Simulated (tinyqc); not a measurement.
Classical Heisenberg spin chain: exact results, Metropolis, heat-bath and over-relaxation steps, and a Monte Carlo run: one step, computed by the program tinyqc.

E = -J sum_i s_i . s_(i+1) for unit vectors s_i on an open chain; K = J/(k_B T).

Problem. Exact results. Each bond angle is independent, so u = <s_i . s_(i+1)> = coth K - 1/K, <s_i . s_(i+n)> = u^n, correlation length xi = -1/ln|u|, energy per bond -J u, heat capacity per bond c/k_B = 1 - K^2/sinh^2 K, and for the long chain chi = mu^2 (1 + u)/(3 k_B T (1 - u)) per spin.

Inputs (values chosen for the exercise, for a model chain of large moments): coupling J = -33 meV; temperature T = 64.7 K; moment mu = 4.5 mu_B.

Constants: k_B = 8.617333262e-05 eV/K; mu_B = 5.7883818060e-05 eV/T.

Give: K; u; xi; energy per bond; heat capacity; chi over the Curie value; chi.

Solution.

K = -5.919

u = -0.8311

xi = 5.404 sites

energy per bond = -27.43 meV

heat capacity = 0.9990 k_B/bond

chi over the Curie value = 0.09226

chi = 0.006466 mu_B/T per spin

For |K| >> 1, |u| = 1 - 1/|K| and xi = |K| - 1/2 = 5.42: the chain orders only at T = 0, and c tends to k_B, not to zero, a failure of classical spins.
